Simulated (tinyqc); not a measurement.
## Mobility and threshold from two currents

Problem. In the linear region I = mu Cox (W/L) [(Vgs - VT) Vds - m Vds^2/2], Cox = eps0 eox/tox. Find mu and VT.

Values chosen for this exercise: relative permittivity of the gate insulator eox = 3.86; insulator thickness tox = 4.1 nm; gate width W = 20 um; gate length L = 10 um.

Constants: eps0 = 8.8541878128e-14 F/cm where lengths are in cm. Results are converted to the units shown.

I at Vgs = 0.78 and 1.28 V, Vds = 0.05 V (uA): 4.0431240  9.4614550
m = 1.0350410

Answer. The slope dI/dVgs is mu Cox (W/L) Vds; the line meets zero current at VT + m Vds/2.

mu = 130 cm^2/(V s)
VT = 0.381 V

Computed by the program tinyqc: `OMP_NUM_THREADS=1 python tinyqc.py 2360019 2360020 out.jsonl`, one thread of a shared Intel Xeon 2.30GHz, about 0.03 s for the whole run.
